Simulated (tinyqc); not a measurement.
RHF in the sto-3g basis, for H6, spin multiplicity 1, step by step (part 1 of 2). Computed by tinyqc, a small Python program that keeps every step (integrals from PySCF). Settings: charge = 0, multiplicity = 1, basis = sto-3g, energy threshold = 1e-08, iteration cap = 78, orthogonalisation = symmetric, start = highest core orbitals, DIIS depth = 4, method = RHF. Command: `OMP_NUM_THREADS=1 python tinyqc.py 21726 21727 out.jsonl` (the two numbers bound the seeds that draw the settings). One thread of a shared host (Intel(R) Xeon(R) Processor @ 2.60GHz), about 0.05 s of CPU time with the checks. Later iterations appear only in the table of the cycle.

## One-electron integrals

Geometry (angstrom):
```
atom       x       y       z
H     0.0000  0.0000  0.0000
H     0.0000  0.0000  0.7530
H     0.0000  0.0000  2.6300
H     0.0000  0.0000  3.3830
H     0.0000  0.0000  5.2600
H     0.0000  0.0000  6.0120
```

Basis sto-3g: exponents (1/bohr^2) and contraction coefficients of normalised primitives:
```
element  l (shell)  exponent  coefficient
H            s (1)    3.4253       0.1543
H            s (1)    0.6239       0.5353
H            s (1)    0.1689       0.4446
```

Overlap, kinetic and nuclear-attraction integrals over the contracted functions; the nuclear repulsion is the sum of Za Zb / Rab.

nuclear repulsion = 4.197524 hartree

overlap S, order 1H 1s, 2H 1s, 3H 1s, 4H 1s, 5H 1s, 6H 1s:
$$\begin{pmatrix}
1.0000 & 0.6514 & 0.0386 & 0.0079 & 0.0000 & 0.0000 \\
0.6514 & 1.0000 & 0.1454 & 0.0386 & 0.0005 & 0.0000 \\
0.0386 & 0.1454 & 1.0000 & 0.6514 & 0.0386 & 0.0079 \\
0.0079 & 0.0386 & 0.6514 & 1.0000 & 0.1454 & 0.0387 \\
0.0000 & 0.0005 & 0.0386 & 0.1454 & 1.0000 & 0.6520 \\
0.0000 & 0.0000 & 0.0079 & 0.0387 & 0.6520 & 1.0000
\end{pmatrix}$$

kinetic energy T (hartree), order 1H 1s, 2H 1s, 3H 1s, 4H 1s, 5H 1s, 6H 1s:
$$\begin{pmatrix}
0.7600 & 0.2293 & -0.0098 & -0.0038 & -0.0001 & 0.0000 \\
0.2293 & 0.7600 & -0.0081 & -0.0098 & -0.0004 & -0.0001 \\
-0.0098 & -0.0081 & 0.7600 & 0.2293 & -0.0098 & -0.0038 \\
-0.0038 & -0.0098 & 0.2293 & 0.7600 & -0.0081 & -0.0098 \\
-0.0001 & -0.0004 & -0.0098 & -0.0081 & 0.7600 & 0.2299 \\
0.0000 & -0.0001 & -0.0038 & -0.0098 & 0.2299 & 0.7600
\end{pmatrix}$$

nuclear attraction V (hartree), order 1H 1s, 2H 1s, 3H 1s, 4H 1s, 5H 1s, 6H 1s:
$$\begin{pmatrix}
-2.4189 & -1.5741 & -0.0783 & -0.0156 & -0.0001 & 0.0000 \\
-1.5741 & -2.5736 & -0.3018 & -0.0804 & -0.0009 & -0.0001 \\
-0.0783 & -0.3018 & -2.7132 & -1.7111 & -0.0804 & -0.0156 \\
-0.0156 & -0.0804 & -1.7111 & -2.7133 & -0.3018 & -0.0784 \\
-0.0001 & -0.0009 & -0.0804 & -0.3018 & -2.5742 & -1.5763 \\
0.0000 & -0.0001 & -0.0156 & -0.0784 & -1.5763 & -2.4197
\end{pmatrix}$$

core Hamiltonian H = T + V (hartree), order 1H 1s, 2H 1s, 3H 1s, 4H 1s, 5H 1s, 6H 1s:
$$\begin{pmatrix}
-1.6588 & -1.3448 & -0.0880 & -0.0194 & -0.0002 & 0.0000 \\
-1.3448 & -1.8136 & -0.3099 & -0.0902 & -0.0013 & -0.0002 \\
-0.0880 & -0.3099 & -1.9532 & -1.4818 & -0.0902 & -0.0194 \\
-0.0194 & -0.0902 & -1.4818 & -1.9532 & -0.3099 & -0.0882 \\
-0.0002 & -0.0013 & -0.0902 & -0.3099 & -1.8142 & -1.3465 \\
0.0000 & -0.0002 & -0.0194 & -0.0882 & -1.3465 & -1.6596
\end{pmatrix}$$

## Two-electron integrals

Functions are numbered as in S; the eight-fold symmetry (ij|kl) = (ji|kl) = (kl|ij) leaves the list below.

Two-electron integrals (ij|kl) in chemists' order, unique and non-zero (hartree):
```
(11|11) 0.7746     (21|11) 0.4372     (21|21) 0.2891     (22|11) 0.5651
(22|21) 0.4372     (22|22) 0.7746     (31|11) 0.0153     (31|21) 0.0115
(31|22) 0.0202     (31|31) 0.0007     (32|11) 0.0467     (32|21) 0.0373
(32|22) 0.0703     (32|31) 0.0027     (32|32) 0.0111     (33|11) 0.2012
(33|21) 0.1535     (33|22) 0.2804     (33|31) 0.0153     (33|32) 0.0703
(33|33) 0.7746     (41|11) 0.0025     (41|21) 0.0020     (41|22) 0.0036
(41|31) 1.38e-04   (41|32) 0.0006     (41|33) 0.0036     (41|41) 2.81e-05
(42|11) 0.0103     (42|21) 0.0082     (42|22) 0.0153     (42|31) 0.0007
(42|32) 0.0027     (42|33) 0.0202     (42|41) 1.38e-04   (42|42) 0.0007
(43|11) 0.1150     (43|21) 0.0860     (43|22) 0.1535     (43|31) 0.0082
(43|32) 0.0373     (43|33) 0.4372     (43|41) 0.0020     (43|42) 0.0115
(43|43) 0.2891     (44|11) 0.1564     (44|21) 0.1150     (44|22) 0.2012
(44|31) 0.0103     (44|32) 0.0467     (44|33) 0.5651     (44|41) 0.0025
(44|42) 0.0153     (44|43) 0.4372     (44|44) 0.7746     (51|11) 9.67e-06
(51|21) 7.36e-06   (51|22) 1.34e-05   (51|31) 6.59e-07   (51|32) 2.89e-06
(51|33) 2.64e-05   (51|41) 1.49e-07   (51|42) 8.16e-07   (51|43) 1.61e-05
(51|44) 2.26e-05   (52|11) 8.12e-05   (52|21) 6.08e-05   (52|22) 1.09e-04
(52|31) 5.45e-06   (52|32) 2.41e-05   (52|33) 2.40e-04   (52|41) 1.26e-06
(52|42) 7.12e-06   (52|43) 1.58e-04   (52|44) 2.40e-04   (52|51) 9.71e-09
(52|52) 9.45e-08   (53|11) 0.0053     (53|21) 0.0038     (53|22) 0.0066
(53|31) 3.21e-04   (53|32) 0.0014     (53|33) 0.0153     (53|41) 7.61e-05
(53|42) 4.44e-04   (53|43) 0.0115     (53|44) 0.0202     (53|51) 6.59e-07
(53|52) 7.12e-06   (53|53) 0.0007     (54|11) 0.0180     (54|21) 0.0129
(54|22) 0.0218     (54|31) 0.0010     (54|32) 0.0045     (54|33) 0.0467
(54|41) 2.43e-04   (54|42) 0.0014     (54|43) 0.0373     (54|44) 0.0703
(54|51) 2.14e-06   (54|52) 2.41e-05   (54|53) 0.0027     (54|54) 0.0111
(55|11) 0.1006     (55|21) 0.0707     (55|22) 0.1174     (55|31) 0.0053
(55|32) 0.0218     (55|33) 0.2012     (55|41) 0.0012     (55|42) 0.0066
(55|43) 0.1535     (55|44) 0.2804     (55|51) 9.67e-06   (55|52) 1.09e-04
(55|53) 0.0153     (55|54) 0.0703     (55|55) 0.7746     (61|11) 6.47e-07
(61|21) 4.83e-07   (61|22) 8.60e-07   (61|31) 4.35e-08   (61|32) 1.93e-07
(61|33) 1.95e-06   (61|41) 1.01e-08   (61|42) 5.74e-08   (61|43) 1.28e-06
(61|44) 1.95e-06   (61|53) 5.74e-08   (61|54) 1.93e-07   (61|55) 8.60e-07
(62|11) 7.53e-06   (62|21) 5.54e-06   (62|22) 9.71e-06   (62|31) 4.86e-07
(62|32) 2.15e-06   (62|33) 2.27e-05   (62|41) 1.15e-07   (62|42) 6.62e-07
(62|43) 1.61e-05   (62|44) 2.65e-05   (62|52) 9.75e-09   (62|53) 8.18e-07
(62|54) 2.90e-06   (62|55) 1.34e-05   (63|11) 0.0010     (63|21) 0.0007
(63|22) 0.0012     (63|31) 5.66e-05   (63|32) 2.44e-04   (63|33) 0.0025
(63|41) 1.32e-05   (63|42) 7.63e-05   (63|43) 0.0020     (63|44) 0.0036
(63|51) 1.14e-07   (63|52) 1.27e-06   (63|53) 1.38e-04   (63|54) 0.0006
(63|55) 0.0036     (63|61) 1.02e-08   (63|62) 1.50e-07   (63|63) 2.82e-05
(64|11) 0.0044     (64|21) 0.0031     (64|22) 0.0053     (64|31) 2.44e-04
(64|32) 0.0010     (64|33) 0.0104     (64|41) 5.65e-05   (64|42) 3.22e-04
(64|43) 0.0082     (64|44) 0.0154     (64|51) 4.85e-07   (64|52) 5.46e-06
(64|53) 0.0007     (64|54) 0.0027     (64|55) 0.0203     (64|61) 4.36e-08
(64|62) 6.63e-07   (64|63) 1.39e-04   (64|64) 0.0007     (65|11) 0.0613
(65|21) 0.0428     (65|22) 0.0707     (65|31) 0.0031     (65|32) 0.0129
(65|33) 0.1151     (65|41) 0.0007     (65|42) 0.0038     (65|43) 0.0861
(65|44) 0.1537     (65|51) 5.53e-06   (65|52) 6.09e-05   (65|53) 0.0082
(65|54) 0.0374     (65|55) 0.4378     (65|61) 4.84e-07   (65|62) 7.39e-06
(65|63) 0.0020     (65|64) 0.0116     (65|65) 0.2897     (66|11) 0.0880
(66|21) 0.0612     (66|22) 0.1006     (66|31) 0.0044     (66|32) 0.0180
(66|33) 0.1565     (66|41) 0.0010     (66|42) 0.0053     (66|43) 0.1150
(66|44) 0.2012     (66|51) 7.51e-06   (66|52) 8.12e-05   (66|53) 0.0104
(66|54) 0.0468     (66|55) 0.5655     (66|61) 6.47e-07   (66|62) 9.71e-06
(66|63) 0.0025     (66|64) 0.0154     (66|65) 0.4378     (66|66) 0.7746
```

## Orthogonalisation

S = U s U^T; symmetric (Loewdin) form X = U s^(-1/2) U^T, so that X^T S X = 1.

eigenvalues of S: [0.2911, 0.3412, 0.3984, 1.4927, 1.6587, 1.8180]

X, order 1H 1s, 2H 1s, 3H 1s, 4H 1s, 5H 1s, 6H 1s:
$$\begin{pmatrix}
1.2381 & -0.4632 & 0.0335 & -0.0119 & 0.0007 & -0.0003 \\
-0.4632 & 1.2510 & -0.1105 & 0.0338 & -0.0019 & 0.0007 \\
0.0335 & -0.1105 & 1.2533 & -0.4688 & 0.0338 & -0.0119 \\
-0.0119 & 0.0338 & -0.4688 & 1.2533 & -0.1105 & 0.0336 \\
0.0007 & -0.0019 & 0.0338 & -0.1105 & 1.2518 & -0.4641 \\
-0.0003 & 0.0007 & -0.0119 & 0.0336 & -0.4641 & 1.2389
\end{pmatrix}$$

## Starting guess

The start is the highest orbitals of the core Hamiltonian (a deliberately bad start); D = 2 C_occ C_occ^T.

D at the start, order 1H 1s, 2H 1s, 3H 1s, 4H 1s, 5H 1s, 6H 1s:
$$\begin{pmatrix}
3.1961 & -2.8587 & 0.2849 & -0.0463 & -0.0008 & -0.0152 \\
-2.8587 & 2.6028 & -0.6234 & 0.4089 & -0.0322 & -0.0009 \\
0.2849 & -0.6234 & 2.9888 & -2.9708 & 0.4088 & -0.0466 \\
-0.0463 & 0.4089 & -2.9708 & 2.9886 & -0.6237 & 0.2855 \\
-0.0008 & -0.0322 & 0.4088 & -0.6237 & 2.6088 & -2.8643 \\
-0.0152 & -0.0009 & -0.0466 & 0.2855 & -2.8643 & 3.2013
\end{pmatrix}$$

## Iteration 1: building the Fock matrix

J_ij = sum D_kl (ij|kl), K_ij = sum D_kl (ik|jl); F = H + J - 0.5 K; E = tr D H + tr D J / 2 - 0.25 tr D K + E_nn.

Coulomb J (hartree), order 1H 1s, 2H 1s, 3H 1s, 4H 1s, 5H 1s, 6H 1s:
$$\begin{pmatrix}
1.9686 & 1.2645 & 0.0705 & 0.0142 & 0.0001 & 0.0000 \\
1.2645 & 1.9900 & 0.2739 & 0.0725 & 0.0008 & 0.0001 \\
0.0705 & 0.2739 & 2.1646 & 1.3814 & 0.0725 & 0.0143 \\
0.0142 & 0.0725 & 1.3814 & 2.1647 & 0.2739 & 0.0706 \\
0.0001 & 0.0008 & 0.0725 & 0.2739 & 1.9904 & 1.2661 \\
0.0000 & 0.0001 & 0.0143 & 0.0706 & 1.2661 & 1.9689
\end{pmatrix}$$

exchange K (hartree), order 1H 1s, 2H 1s, 3H 1s, 4H 1s, 5H 1s, 6H 1s:
$$\begin{pmatrix}
0.7256 & 0.0835 & -0.0135 & 0.0080 & 0.0000 & -0.0014 \\
0.0835 & 0.4049 & 0.0517 & 0.0016 & 0.0001 & 0.0000 \\
-0.0135 & 0.0517 & 0.5478 & 0.0652 & 0.0016 & 0.0080 \\
0.0080 & 0.0016 & 0.0652 & 0.5478 & 0.0517 & -0.0134 \\
0.0000 & 0.0001 & 0.0016 & 0.0517 & 0.4049 & 0.0838 \\
-0.0014 & 0.0000 & 0.0080 & -0.0134 & 0.0838 & 0.7247
\end{pmatrix}$$

Fock matrix F (hartree), order 1H 1s, 2H 1s, 3H 1s, 4H 1s, 5H 1s, 6H 1s:
$$\begin{pmatrix}
-0.0530 & -0.1221 & -0.0108 & -0.0091 & -0.0001 & 0.0007 \\
-0.1221 & -0.0260 & -0.0619 & -0.0185 & -0.0006 & -0.0001 \\
-0.0108 & -0.0619 & -0.0625 & -0.1330 & -0.0185 & -0.0092 \\
-0.0091 & -0.0185 & -0.1330 & -0.0624 & -0.0619 & -0.0109 \\
-0.0001 & -0.0006 & -0.0185 & -0.0619 & -0.0262 & -0.1223 \\
0.0007 & -0.0001 & -0.0092 & -0.0109 & -0.1223 & -0.0531
\end{pmatrix}$$

total energy of this density = 1.420440 hartree

## Iteration 1: diagonalisation and new density

Diagonalise F' = X^T F X, C = X C', fill 3 alpha and 3 beta electrons from the bottom; D = 2 C_occ C_occ^T. Each column has its largest component positive (the first on a tie).

F' = X^T F X (hartree):
$$\begin{pmatrix}
0.0543 & -0.1738 & 0.0368 & -0.0197 & 0.0016 & 0.0002 \\
-0.1738 & 0.1043 & -0.0924 & 0.0277 & -0.0030 & 0.0016 \\
0.0368 & -0.0924 & 0.0602 & -0.1714 & 0.0277 & -0.0198 \\
-0.0197 & 0.0277 & -0.1714 & 0.0603 & -0.0925 & 0.0368 \\
0.0016 & -0.0030 & 0.0277 & -0.0925 & 0.1045 & -0.1743 \\
0.0002 & 0.0016 & -0.0198 & 0.0368 & -0.1743 & 0.0546
\end{pmatrix}$$

orbital energies (hartree): MO1 -0.1403, MO2 -0.1012, MO3 -0.0766, MO4 0.1196, MO5 0.2619, MO6 0.3749

coefficients C, order 1H 1s, 2H 1s, 3H 1s, 4H 1s, 5H 1s, 6H 1s:
$$\begin{pmatrix}
0.1544 & -0.4131 & 0.4446 & 0.5830 & -0.8088 & -0.6022 \\
0.2511 & -0.3520 & 0.2217 & -0.4832 & 0.8834 & 0.7370 \\
0.4367 & -0.1046 & -0.3171 & -0.8278 & -0.1429 & -0.8929 \\
0.4369 & 0.1013 & -0.3176 & 0.8284 & -0.1356 & 0.8936 \\
0.2520 & 0.3527 & 0.2195 & 0.4810 & 0.8815 & -0.7424 \\
0.1556 & 0.4154 & 0.4417 & -0.5812 & -0.8081 & 0.6073
\end{pmatrix}$$

D after iteration 1, order 1H 1s, 2H 1s, 3H 1s, 4H 1s, 5H 1s, 6H 1s:
$$\begin{pmatrix}
0.7845 & 0.5655 & -0.0607 & -0.2312 & -0.0183 & 0.0976 \\
0.5655 & 0.4722 & 0.1523 & 0.0073 & -0.0243 & -0.0184 \\
-0.0607 & 0.1523 & 0.6045 & 0.5619 & 0.0071 & -0.2312 \\
-0.2312 & 0.0073 & 0.5619 & 0.6040 & 0.1522 & -0.0604 \\
-0.0183 & -0.0243 & 0.0071 & 0.1522 & 0.4721 & 0.5654 \\
0.0976 & -0.0184 & -0.2312 & -0.0604 & 0.5654 & 0.7838
\end{pmatrix}$$

## Iteration 2: building the Fock matrix

As before.

Coulomb J (hartree), order 1H 1s, 2H 1s, 3H 1s, 4H 1s, 5H 1s, 6H 1s:
$$\begin{pmatrix}
1.9159 & 1.2775 & 0.0698 & 0.0141 & 0.0001 & 0.0000 \\
1.2775 & 2.0045 & 0.2677 & 0.0717 & 0.0008 & 0.0001 \\
0.0698 & 0.2677 & 2.1427 & 1.3925 & 0.0717 & 0.0141 \\
0.0141 & 0.0717 & 1.3925 & 2.1427 & 0.2677 & 0.0699 \\
0.0001 & 0.0008 & 0.0717 & 0.2677 & 2.0048 & 1.2790 \\
0.0000 & 0.0001 & 0.0141 & 0.0699 & 1.2790 & 1.9162
\end{pmatrix}$$

exchange K (hartree), order 1H 1s, 2H 1s, 3H 1s, 4H 1s, 5H 1s, 6H 1s:
$$\begin{pmatrix}
1.2397 & 1.0373 & 0.0651 & -0.0032 & -0.0017 & 0.0036 \\
1.0373 & 1.1105 & 0.1725 & 0.0729 & -0.0007 & -0.0017 \\
0.0651 & 0.1725 & 1.1621 & 1.0236 & 0.0728 & -0.0032 \\
-0.0032 & 0.0729 & 1.0236 & 1.1618 & 0.1725 & 0.0653 \\
-0.0017 & -0.0007 & 0.0728 & 0.1725 & 1.1113 & 1.0382 \\
0.0036 & -0.0017 & -0.0032 & 0.0653 & 1.0382 & 1.2400
\end{pmatrix}$$

Fock matrix F (hartree), order 1H 1s, 2H 1s, 3H 1s, 4H 1s, 5H 1s, 6H 1s:
$$\begin{pmatrix}
-0.3628 & -0.5860 & -0.0508 & -0.0037 & 0.0008 & -0.0018 \\
-0.5860 & -0.3644 & -0.1284 & -0.0550 & -0.0001 & 0.0008 \\
-0.0508 & -0.1284 & -0.3915 & -0.6011 & -0.0549 & -0.0037 \\
-0.0037 & -0.0550 & -0.6011 & -0.3915 & -0.1284 & -0.0509 \\
0.0008 & -0.0001 & -0.0549 & -0.1284 & -0.3650 & -0.5866 \\
-0.0018 & 0.0008 & -0.0037 & -0.0509 & -0.5866 & -0.3634
\end{pmatrix}$$

total energy of this density = -3.296993 hartree

## Iteration 2: DIIS over 2 matrices

error matrix X^T (FDS - SDF) X:
$$\begin{pmatrix}
0.0000 & 0.1296 & -0.1208 & -0.0322 & 0.0316 & 0.0001 \\
-0.1296 & 0.0000 & 0.0199 & 0.1198 & -0.0001 & -0.0316 \\
0.1208 & -0.0199 & 0.0000 & 0.0002 & -0.1198 & 0.0319 \\
0.0322 & -0.1198 & -0.0002 & 0.0000 & -0.0197 & 0.1208 \\
-0.0316 & 0.0001 & 0.1198 & 0.0197 & 0.0000 & -0.1294 \\
-0.0001 & 0.0316 & -0.0319 & -0.1208 & 0.1294 & 0.0000
\end{pmatrix}$$

B (overlaps of the stored error matrices):
$$\begin{pmatrix}
8.3150589e-02 & 1.1322466e-01 \\
1.1322466e-01 & 1.9251954e-01
\end{pmatrix}$$

Minimise |sum c_i e_i|^2 with sum c_i = 1: solve [B -1; -1 0][c; lambda] = [0; -1] with B_ij = tr e_i^T e_j, and take F = sum c_i F_i.

DIIS coefficients: [1.6110, -0.6110]

extrapolated F (hartree), order 1H 1s, 2H 1s, 3H 1s, 4H 1s, 5H 1s, 6H 1s:
$$\begin{pmatrix}
0.1363 & 0.1614 & 0.0136 & -0.0125 & -0.0006 & 0.0022 \\
0.1614 & 0.1807 & -0.0212 & 0.0038 & -0.0008 & -0.0006 \\
0.0136 & -0.0212 & 0.1386 & 0.1529 & 0.0038 & -0.0125 \\
-0.0125 & 0.0038 & 0.1529 & 0.1386 & -0.0212 & 0.0136 \\
-0.0006 & -0.0008 & 0.0038 & -0.0212 & 0.1809 & 0.1614 \\
0.0022 & -0.0006 & -0.0125 & 0.0136 & 0.1614 & 0.1365
\end{pmatrix}$$

## Iteration 2: diagonalisation and new density

As before.

F' = X^T F X (hartree):
$$\begin{pmatrix}
0.0648 & 0.0968 & 0.0338 & -0.0282 & 0.0013 & 0.0024 \\
0.0968 & 0.1336 & -0.0656 & 0.0219 & -0.0040 & 0.0013 \\
0.0338 & -0.0656 & 0.0790 & 0.1031 & 0.0219 & -0.0282 \\
-0.0282 & 0.0219 & 0.1031 & 0.0790 & -0.0657 & 0.0339 \\
0.0013 & -0.0040 & 0.0219 & -0.0657 & 0.1340 & 0.0965 \\
0.0024 & 0.0013 & -0.0282 & 0.0339 & 0.0965 & 0.0651
\end{pmatrix}$$

orbital energies (hartree): MO1 -0.1168, MO2 -0.0093, MO3 0.0829, MO4 0.1618, MO5 0.2102, MO6 0.2267

coefficients C, order 1H 1s, 2H 1s, 3H 1s, 4H 1s, 5H 1s, 6H 1s:
$$\begin{pmatrix}
-0.5551 & 0.8801 & 0.7415 & 0.2951 & 0.1263 & 0.1153 \\
0.4788 & -0.7797 & -0.5299 & 0.1716 & 0.6274 & 0.5020 \\
0.8504 & -0.0409 & 0.8216 & 0.4116 & -0.3121 & -0.3721 \\
-0.8504 & -0.0479 & -0.8206 & 0.4118 & 0.3103 & -0.3747 \\
-0.4769 & -0.7786 & 0.5340 & 0.1715 & -0.6254 & 0.5063 \\
0.5529 & 0.8789 & -0.7465 & 0.2957 & -0.1244 & 0.1147
\end{pmatrix}$$

D after iteration 2, order 1H 1s, 2H 1s, 3H 1s, 4H 1s, 5H 1s, 6H 1s:
$$\begin{pmatrix}
3.2650 & -2.6898 & 0.2023 & -0.3573 & -0.0493 & -0.1738 \\
-2.6898 & 2.2360 & 0.0075 & 0.1300 & 0.1916 & -0.0499 \\
0.2023 & 0.0075 & 2.7999 & -2.7910 & 0.1299 & -0.3582 \\
-0.3573 & 0.1300 & -2.7910 & 2.7978 & 0.0094 & 0.2006 \\
-0.0493 & 0.1916 & 0.1299 & 0.0094 & 2.2376 & -2.6932 \\
-0.1738 & -0.0499 & -0.3582 & 0.2006 & -2.6932 & 3.2707
\end{pmatrix}$$

## Iteration 3: building the Fock matrix

As before.

Coulomb J (hartree), order 1H 1s, 2H 1s, 3H 1s, 4H 1s, 5H 1s, 6H 1s:
$$\begin{pmatrix}
1.9932 & 1.2572 & 0.0694 & 0.0140 & 0.0001 & 0.0000 \\
1.2572 & 1.9409 & 0.2689 & 0.0713 & 0.0008 & 0.0001 \\
0.0694 & 0.2689 & 2.1263 & 1.3569 & 0.0713 & 0.0140 \\
0.0140 & 0.0713 & 1.3569 & 2.1259 & 0.2689 & 0.0696 \\
0.0001 & 0.0008 & 0.0713 & 0.2689 & 1.9407 & 1.2586 \\
0.0000 & 0.0001 & 0.0140 & 0.0696 & 1.2586 & 1.9936
\end{pmatrix}$$

exchange K (hartree), order 1H 1s, 2H 1s, 3H 1s, 4H 1s, 5H 1s, 6H 1s:
$$\begin{pmatrix}
0.8298 & 0.1215 & 0.0049 & -0.0272 & -0.0097 & -0.0155 \\
0.1215 & 0.3560 & 0.1327 & 0.0008 & 0.0005 & -0.0098 \\
0.0049 & 0.1327 & 0.5653 & 0.0829 & 0.0007 & -0.0274 \\
-0.0272 & 0.0008 & 0.0829 & 0.5644 & 0.1327 & 0.0048 \\
-0.0097 & 0.0005 & 0.0007 & 0.1327 & 0.3552 & 0.1223 \\
-0.0155 & -0.0098 & -0.0274 & 0.0048 & 0.1223 & 0.8302
\end{pmatrix}$$

Fock matrix F (hartree), order 1H 1s, 2H 1s, 3H 1s, 4H 1s, 5H 1s, 6H 1s:
$$\begin{pmatrix}
-0.0806 & -0.1484 & -0.0211 & 0.0082 & 0.0048 & 0.0078 \\
-0.1484 & -0.0506 & -0.1073 & -0.0193 & -0.0007 & 0.0048 \\
-0.0211 & -0.1073 & -0.1096 & -0.1664 & -0.0193 & 0.0083 \\
0.0082 & -0.0193 & -0.1664 & -0.1096 & -0.1074 & -0.0210 \\
0.0048 & -0.0007 & -0.0193 & -0.1074 & -0.0511 & -0.1490 \\
0.0078 & 0.0048 & 0.0083 & -0.0210 & -0.1490 & -0.0811
\end{pmatrix}$$

total energy of this density = 1.137229 hartree

## Iteration 3: DIIS over 3 matrices

error matrix X^T (FDS - SDF) X:
$$\begin{pmatrix}
0.0000 & 0.2169 & -0.2372 & 0.0035 & -0.0971 & 0.0000 \\
-0.2169 & 0.0000 & -0.0515 & 0.2559 & -0.0001 & 0.0971 \\
0.2372 & 0.0515 & 0.0000 & 0.0003 & -0.2567 & -0.0031 \\
-0.0035 & -0.2559 & -0.0003 & 0.0000 & 0.0512 & 0.2380 \\
0.0971 & 0.0001 & 0.2567 & -0.0512 & 0.0000 & -0.2180 \\
0.0000 & -0.0971 & 0.0031 & -0.2380 & 0.2180 & 0.0000
\end{pmatrix}$$

B (overlaps of the stored error matrices):
$$\begin{pmatrix}
8.3150589e-02 & 1.1322466e-01 & 1.9905706e-01 \\
1.1322466e-01 & 1.9251954e-01 & 3.3349610e-01 \\
1.9905706e-01 & 3.3349610e-01 & 7.2594213e-01
\end{pmatrix}$$

As before.

DIIS coefficients: [1.3031, -0.0282, -0.2749]

extrapolated F (hartree), order 1H 1s, 2H 1s, 3H 1s, 4H 1s, 5H 1s, 6H 1s:
$$\begin{pmatrix}
-0.0367 & -0.1017 & -0.0069 & -0.0141 & -0.0014 & -0.0012 \\
-0.1017 & -0.0097 & -0.0475 & -0.0172 & -0.0005 & -0.0014 \\
-0.0069 & -0.0475 & -0.0403 & -0.1107 & -0.0172 & -0.0141 \\
-0.0141 & -0.0172 & -0.1107 & -0.0402 & -0.0475 & -0.0070 \\
-0.0014 & -0.0005 & -0.0172 & -0.0475 & -0.0098 & -0.1019 \\
-0.0012 & -0.0014 & -0.0141 & -0.0070 & -0.1019 & -0.0367
\end{pmatrix}$$

## Iteration 3: diagonalisation and new density

As before.

F' = X^T F X (hartree):
$$\begin{pmatrix}
0.0596 & -0.1564 & 0.0364 & -0.0263 & 0.0007 & -0.0015 \\
-0.1564 & 0.1065 & -0.0757 & 0.0235 & -0.0014 & 0.0007 \\
0.0364 & -0.0757 & 0.0703 & -0.1559 & 0.0236 & -0.0263 \\
-0.0263 & 0.0235 & -0.1559 & 0.0703 & -0.0758 & 0.0364 \\
0.0007 & -0.0014 & 0.0236 & -0.0758 & 0.1068 & -0.1568 \\
-0.0015 & 0.0007 & -0.0263 & 0.0364 & -0.1568 & 0.0599
\end{pmatrix}$$

orbital energies (hartree): MO1 -0.1113, MO2 -0.0756, MO3 -0.0566, MO4 0.1193, MO5 0.2458, MO6 0.3517

coefficients C, order 1H 1s, 2H 1s, 3H 1s, 4H 1s, 5H 1s, 6H 1s:
$$\begin{pmatrix}
0.1930 & -0.4299 & 0.4289 & 0.5658 & -0.8084 & -0.6075 \\
0.2440 & -0.3439 & 0.2151 & -0.5084 & 0.8866 & 0.7241 \\
0.4232 & -0.0374 & -0.3401 & -0.8236 & -0.1317 & -0.9019 \\
0.4231 & 0.0360 & -0.3397 & 0.8244 & -0.1240 & 0.9025 \\
0.2445 & 0.3439 & 0.2148 & 0.5058 & 0.8852 & -0.7296 \\
0.1939 & 0.4302 & 0.4276 & -0.5638 & -0.8079 & 0.6126
\end{pmatrix}$$

D after iteration 3, order 1H 1s, 2H 1s, 3H 1s, 4H 1s, 5H 1s, 6H 1s:
$$\begin{pmatrix}
0.8121 & 0.5744 & -0.0962 & -0.1590 & -0.0170 & 0.0718 \\
0.5744 & 0.4481 & 0.0859 & 0.0355 & -0.0248 & -0.0172 \\
-0.0962 & 0.0859 & 0.5923 & 0.5864 & 0.0350 & -0.1589 \\
-0.1590 & 0.0355 & 0.5864 & 0.5914 & 0.0856 & -0.0955 \\
-0.0170 & -0.0248 & 0.0350 & 0.0856 & 0.4483 & 0.5744 \\
0.0718 & -0.0172 & -0.1589 & -0.0955 & 0.5744 & 0.8111
\end{pmatrix}$$
